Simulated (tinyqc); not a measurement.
Off-state leakage of single and stacked transistors: one step of the calculation.

n-channel devices of unit width. Subthreshold current I(Vg, Vs, Vd) = I0 (T/300 K)^0.5 exp[(Vg - Vs - VT(T) - gb (Vs - Vb) + dd (Vd - Vs))/(nf Vt)] (1 - exp(-(Vd - Vs)/Vt)), VT(T) = VT - cT (T - 300 K). Gate-edge tunnelling Ig (Vd/1 V) exp(ag (Vd - 1 V)), for a gate at 0 V, and band-to-band leakage Ab u exp(-Bb/u), u = Vd - Vb + 1 V, flow at a drain held at V; both are taken as independent of T. In a stack of off transistors (all gates at 0 V) the same subthreshold current passes through each.

Task. Leakage of one transistor. Vg = Vs = 0, Vd = V; effective threshold VT(T) - gb Vb - dd V.

Parameters, values chosen for the exercise; values of the order met in bulk silicon logic transistors:
- T = 378 K (temperature)
- V = 1.1 V (supply voltage)
- VT = 0.4 V (threshold at 300 K, zero drain and body bias)
- cT = 0.9 mV/K (fall of the threshold with temperature)
- I0 = 0.35 uA/um (current at threshold at 300 K)
- nf = 1.36 (slope factor)
- dd = 0.07 (drain-induced lowering per volt)
- gb = 0.15 (rise of the threshold per volt of source-body bias)
- Ig = 4e-5 uA/um (gate-edge tunnelling current at 1 V)
- ag = 3.7 1/V (exponential slope of the gate current)
- Ab = 100 uA/(um V) (prefactor of band-to-band leakage at the drain)
- Bb = 22 V (its exponential voltage)
- Vb = -0.3 V (body voltage)

Constants: q = 1.602176634e-19 C, kB = 1.380649e-23 J/K, Vt = kB T/q. Results are converted to the units shown.

Find: effective threshold; parts; total; shares.

Result.

effective threshold = 0.29780 V
parts (nA/um): subthreshold 0.47291, gate edge 0.063700, band-to-band 25.071
total = 25.608 nA/um
shares (%): subthreshold 1.8467, gate edge 0.24875, band-to-band 97.905

The band-to-band part is the largest.

Numbers from tinyqc (`OMP_NUM_THREADS=1 python tinyqc.py 2242103 2242104 out.jsonl`; about 0.04 s on one thread of a shared Intel Xeon 2.30GHz).
